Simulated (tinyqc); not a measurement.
Inside a calculation. Method: Pariser-Parr-Pople SCF with singles CI, for the molecule C=CC=CC=CC=C (SMILES; centres numbered as the heavy atoms are written). One step of it, computed by the program tinyqc.

Question. PPP integrals. Mataga-Nishimoto: gamma = 14.399645/(R + a), a = 2 x 14.399645/(gamma_rr + gamma_ss); H_rr = -W_r - sum_(s != r) z_s gamma_rs; H_rs = beta for bonds.

Centres (angstrom, eV; a flat drawing with bonds scaled to 1.40 angstrom):
```
centre,x,y,core charge z,W,gamma_rr
1C,-4.252000,-0.231000,1,11.160000,11.130000
2C,-3.020000,0.434000,1,11.160000,11.130000
3C,-1.828000,-0.299000,1,11.160000,11.130000
4C,-0.596000,0.367000,1,11.160000,11.130000
5C,0.596000,-0.367000,1,11.160000,11.130000
6C,1.828000,0.299000,1,11.160000,11.130000
7C,3.020000,-0.434000,1,11.160000,11.130000
8C,4.252000,0.231000,1,11.160000,11.130000
```

Resonance integrals (eV):
```
i,j,beta
1,2,-2.390000
2,3,-2.390000
3,4,-2.390000
4,5,-2.390000
5,6,-2.390000
6,7,-2.390000
7,8,-2.390000
```

Give: repulsion gamma_rs; core matrix H.

Answer.

repulsion gamma_rs (eV):
```
,1C,2C,3C,4C,5C,6C,7C,8C
1C,11.1300,5.3455,3.8722,2.8809,2.3438,1.9467,1.6805,1.4678
2C,5.3455,11.1300,5.3468,3.8722,2.8814,2.3438,1.9470,1.6805
3C,3.8722,5.3468,11.1300,5.3446,3.8722,2.8809,2.3438,1.9467
4C,2.8809,3.8722,5.3446,11.1300,5.3458,3.8722,2.8814,2.3438
5C,2.3438,2.8814,3.8722,5.3458,11.1300,5.3446,3.8722,2.8809
6C,1.9467,2.3438,2.8809,3.8722,5.3446,11.1300,5.3468,3.8722
7C,1.6805,1.9470,2.3438,2.8814,3.8722,5.3468,11.1300,5.3455
8C,1.4678,1.6805,1.9467,2.3438,2.8809,3.8722,5.3455,11.1300
```

core matrix H (eV):
```
,1C,2C,3C,4C,5C,6C,7C,8C
1C,-30.6975,-2.3900,0.0000,0.0000,0.0000,0.0000,0.0000,0.0000
2C,-2.3900,-34.5773,-2.3900,0.0000,0.0000,0.0000,0.0000,0.0000
3C,0.0000,-2.3900,-36.7673,-2.3900,0.0000,0.0000,0.0000,0.0000
4C,0.0000,0.0000,-2.3900,-37.7009,-2.3900,0.0000,0.0000,0.0000
5C,0.0000,0.0000,0.0000,-2.3900,-37.7009,-2.3900,0.0000,0.0000
6C,0.0000,0.0000,0.0000,0.0000,-2.3900,-36.7673,-2.3900,0.0000
7C,0.0000,0.0000,0.0000,0.0000,0.0000,-2.3900,-34.5773,-2.3900
8C,0.0000,0.0000,0.0000,0.0000,0.0000,0.0000,-2.3900,-30.6975
```
